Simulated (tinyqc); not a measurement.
# On-chip interconnect, size-dependent resistivity and RC delay, step by step

Numbers from tinyqc (`OMP_NUM_THREADS=1 python tinyqc.py 2100018 2100019 out.jsonl`; about 0.01 s on one thread of a shared Intel Xeon 2.30GHz). Printed values are rounded.

A rectangular line between two neighbours and two ground planes. Surface and grain-boundary scattering are added to the bulk resistivity as corrections; capacitances are parallel-plate values without fringing; inductance is ignored.

Values chosen for this exercise; metal values close to those of copper:

| symbol | value | unit | meaning |
|---|---|---|---|
| rho0 | 1.67 | uohm cm | bulk resistivity |
| lam | 40 | nm | bulk mean free path |
| ps | 0.5 |  | specular share of surface scattering |
| Rg | 0.52 |  | reflection coefficient of grain boundaries |
| gr | 1 |  | grain size over the metal width |
| wd | 96 | nm | drawn line width |
| AR | 2.5 |  | aspect ratio, height over width |
| tl | 1.2 | nm | liner on both walls and the bottom, not conducting |
| sp | 190 | nm | space to the neighbouring lines |
| hd | 170 | nm | dielectric height to the planes above and below |
| ek | 2.5 |  | relative permittivity of the dielectric |
| Mf | 0 |  | Miller factor of the neighbours |
| Lw | 22 | um | line length |
| Rd | 8800 | ohm | driver resistance |
| Cl | 3.9 | fF | load capacitance |
| dt | 8.7 | ps | time step |

Constants: eps0 = 8.8541878128e-12 F/m. Results are converted to the units shown.

## Resistivity, resistance and capacitance per length

Metal width x = wd - 2 tl, height y = AR wd - tl; grain boundaries (Mayadas-Shatzkes): al = (lam/(gr x)) Rg/(1 - Rg), g = 1/[1 - 3 al/2 + 3 al^2 - 3 al^3 ln(1 + 1/al)] - 1; surfaces (Fuchs-Sondheimer, thick limit): s = (3/8) lam (1 - ps)(1/x + 1/y); rho = rho0 (1 + g + s); r = rho/(x y); c = eps0 ek (2 wd/hd + 2 Mf AR wd/sp).

x = 93.6 nm
y = 238.8 nm
al = 0.462963
g = 0.650031
s = 0.111535
rho = 2.94182 uohm cm
r = 1.31615 ohm/um
c = 0.0250001 fF/um

rho is 1.76 times the bulk value; grain boundaries add more (0.650 against 0.112). The liner takes 2.99 % of the cross-section.

## Ladder and Elmore delays

5 equal pi sections: series Rs = r Lw/5; node capacitances c Lw/5, halved at nodes 0 and 5, with Cl added to node 5; Rd feeds node 0. Elmore delay of node k: the sum, over the resistors on the path to k, of resistance times all capacitance downstream of it.

Rs = 5.79106 ohm

```
node     C (fF)  Elmore delay (ps)
0     0.0550001            39.1600
1      0.110000            39.1855
2      0.110000            39.2103
3      0.110000            39.2345
4      0.110000            39.2580
5       3.95500            39.2809
```

The far-end value equals Rd (c Lw + Cl) + r Lw (c Lw/2 + Cl) for any number of pi sections; the line resistance contributes 0.308 % of it.

## Step 1: node voltages after a time step

v at t = 0, node 0 to 5 (V): 0  0  0  0  0  0

A 1 V step is applied behind Rd at t = 0. C dv/dt = -G v + b, with G the conductance matrix of the ladder (1/Rs between neighbours, 1/Rd added at node 0) and b = (1 V/Rd, 0, ...). Trapezoidal step: (C/dt + G/2) v(new) = (C/dt - G/2) v + b.

v at t = 1 dt, node 0 to 5 (V): 0.204635  0.203469  0.202332  0.201225  0.200147  0.199099

## Step 2: node voltages after a time step

As before.

v at t = 2 dt, node 0 to 5 (V): 0.358067  0.358299  0.358524  0.358742  0.358953  0.359159

## Course in time

A 1 V step is applied behind Rd at t = 0. C dv/dt = -G v + b, with G the conductance matrix of the ladder (1/Rs between neighbours, 1/Rd added at node 0) and b = (1 V/Rd, 0, ...). Trapezoidal step: (C/dt + G/2) v(new) = (C/dt - G/2) v + b. The last column solves the same ladder exactly by its modes.

Voltages (V):
```
t (ps)  node 0  node 2  node 5  node 5, exact
8.700   0.2046  0.2023  0.1991         0.1986
17.40   0.3581  0.3585  0.3592         0.3578
26.10   0.4913  0.4893  0.4866         0.4854
34.80   0.5876  0.5883  0.5893         0.5877
43.50   0.6750  0.6733  0.6709         0.6696
52.20   0.7346  0.7356  0.7369         0.7352
60.90   0.7927  0.7912  0.7890         0.7879
69.60   0.8289  0.8300  0.8314         0.8300
78.30   0.8682  0.8667  0.8647         0.8638
87.00   0.8893  0.8905  0.8920         0.8909
95.70   0.9165  0.9151  0.9132         0.9125
104.4   0.9281  0.9293  0.9309         0.9299
```

The far end of the ladder reaches 0.5 V at 27.23 ps, 0.693 of its Elmore delay (ln 2 = 0.693 for a single pole); the slowest mode has a time constant of 39.27 ps. The largest error of the trapezoidal steps at that node is 1.7 mV.
